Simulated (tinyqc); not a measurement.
Inside a calculation: two-band massive Dirac model of the K valleys. Values are carried at full precision from step to step, so a last printed digit may differ when a step is redone from the rounded ones.

Basis (conduction, valence): H = [[D/2, a t (tau kx - i ky)], [a t (tau kx + i ky), -D/2 + lam tau sz]], valley tau = +/-1, spin sz = +/-1. The gap of a spin and valley is G = D - lam tau sz. Berry curvature Omega = curl of i<u|grad u>; for the conduction band Omega_c = -tau 2 a^2 t^2 G/(G^2 + 4 a^2 t^2 k^2)^(3/2), and Omega_v = -Omega_c.

Constants: hbar^2/2m0 = 3.80998211 eV angstrom^2.

Parameters, chosen for this exercise (near those used for monolayer WS2; not measured data):
- a = 3.193 angstrom (lattice constant)
- D = 1.82 eV (gap parameter)
- t = 1.48 eV (effective hopping)
- lam = 0.215 eV (half the valence spin splitting)
- tau = -1 (valley)
- sz = -1 (spin)
- k = (0.013, 0.032) 1/angstrom (wave vector from the valley)
- h = 0.02 1/angstrom (side of the plaquette)

## Band edges of the four flavours

At k = 0: Ec = D/2, Ev = -D/2 + lam tau sz; mass m/m0 = c G/(a t)^2 for both bands, c = hbar^2/2m0; Omega_c(0) = -2 tau a^2 t^2/G^2.

Edges:

| tau | sz | Ec (eV) | Ev (eV) | G (eV) | mass (m0) | Omega_c (angstrom^2) |
|---|---|---|---|---|---|---|
| 1 | 1 | 0.9100 | -0.6950 | 1.6050 | 0.2738 | -17.338 |
| 1 | -1 | 0.9100 | -1.1250 | 2.0350 | 0.3472 | -10.785 |
| -1 | 1 | 0.9100 | -1.1250 | 2.0350 | 0.3472 | 10.785 |
| -1 | -1 | 0.9100 | -0.6950 | 1.6050 | 0.2738 | 17.338 |

The top of the valence band has spin up at tau = +1 and spin down at tau = -1: spin and valley are locked, with 430 meV between the two valence bands (A and B transitions at 1.605 and 2.035 eV, without exciton binding).

## H at one k

Fill in the matrix and diagonalise: E = lam tau sz/2 -/+ sqrt(G^2/4 + a^2 t^2 k^2).

H (eV):
```
                 c                v
c           0.9100  -0.0614-0.1512i
v  -0.0614+0.1512i          -0.6950
```

levels (eV): -0.7114  0.9264

cos(theta) = G/(E+ - E-) = 0.9799

## Curvature, orbital moment and circular dichroism

Omega_c from the formula; orbital moment of both bands m = -tau (a t)^2 G/(c (G^2 + 4 a^2 t^2 k^2)) in Bohr magnetons (charge -e), c = hbar^2/2m0; interband strengths |P+/-|^2 proportional to (1 +/- tau cos(theta))^2 for P+/- = Px +/- i Py, and eta = (|P+|^2 - |P-|^2)/(|P+|^2 + |P-|^2) = 2 tau cos(theta)/(1 + cos^2(theta)).

Omega_c = 16.315 angstrom^2
orbital moment = 3.507 muB
eta = -0.9998

All three change sign with the valley. The selection rule, exact at k = 0, still holds to 100.0 % here.

## The curvature from a plaquette

Corners counter-clockwise around k, from (-h/2, -h/2); upper eigenvector u with its first component real and positive; Omega = -(sum of arg <u_j|u_(j+1)>)/h^2.

Corners:

| j | kx | ky | u_c | u_v | arg <u_j\|u_j+1> (rad) |
|---|---|---|---|---|---|
| 1 | 0.0030 | 0.0220 | 0.99789 | -0.00878+0.06436i | 0.003748 |
| 2 | 0.0230 | 0.0220 | 0.99571 | -0.06685+0.06394i | -0.003831 |
| 3 | 0.0230 | 0.0420 | 0.99057 | -0.06580+0.12015i | -0.006930 |
| 4 | 0.0030 | 0.0420 | 0.99262 | -0.00864+0.12092i | 0.000506 |

Omega_c from the plaquette = 16.266 angstrom^2

The formula at the centre gives 16.315; the plaquette averages over its area.

## Checks

- Curvature formula against a plaquette of side 1e-4: both 16.315.
- Eta against the matrix elements of dH/dkx +/- i dH/dky: both -0.99979.

Run: tinyqc, `OMP_NUM_THREADS=1 python tinyqc.py 1450074 1450075 out.jsonl`; Intel(R) Xeon(R) Processor @ 2.30GHz, one thread, shared host; about 0.01 s of CPU time with all checks.
